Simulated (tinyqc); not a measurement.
A square-lattice strip 2 sites wide in a magnetic flux, recursive Green functions: effect of the flux.

The device has N = 3 slices of 2 site(s), nearest-neighbour hopping -t, and site energies U; the leads are semi-infinite continuations with site energy 0 and no flux. The hopping from slice i to i + 1 inside the device carries the phase exp(2 pi i f j) on row j = 1, 2, ...: V = <i+1|H|i> = -t diag(exp(2 pi i f j)).

Transverse modes n = 1..2: chi_n(j) = sqrt(2/3) sin(pi n j/3), energy e_n = -2 t cos(pi n/3). Sigma = t^2 sum_n chi_n chi_n^T g(E - e_n), g(x) = (x - i sqrt(4 t^2 - x^2))/(2 t^2) for |x| < 2 t and (x - sign(x) sqrt(x^2 - 4 t^2))/(2 t^2) otherwise; Gamma = i (Sigma - Sigma^dagger); both leads give the same. Forward pass: g_1 = (E - H_1 - Sigma)^(-1), g_i = (E - H_i - V g_(i-1) V^dagger)^(-1), with Sigma also subtracted on the last slice; G_(i,1) = g_i V G_(i-1,1), starting from g_1. H_i is the block of slice i: its site energies on the diagonal and -t between neighbouring rows. T(E) = Tr[Gamma G_(N,1) Gamma G_(N,1)^dagger].

Values chosen for this exercise:

| symbol | value | unit | meaning |
|---|---|---|---|
| t | 1 | eV | hopping (matrix element -t) |
| U | [-0.37, -0.46, -0.1, 0.27, -0.07, -0.4] | eV | site energies, slice by slice (2 a slice) |
| E | -1.73 | eV | energy |

Effect of the flux:
```
f (h/q)     T(E)
-0.5     0.38283
-0.4     0.98499
-0.3     0.61014
-0.2     0.66655
-0.1     0.82740
0        0.89393
0.1      0.82740
0.2      0.66655
0.3      0.61014
0.4      0.98499
0.5      0.38283
```

T(E) is the same at f and -f, as it must be for two terminals, and repeats with period 1 in f. It is 0.894 without flux, 0.383 at half a quantum, and lies between 0.383 and 0.985 in these rows.

tinyqc, about 0.01 s, one thread, Intel Xeon 2.30GHz (shared host): `OMP_NUM_THREADS=1 python tinyqc.py 2660032 2660033 out.jsonl`
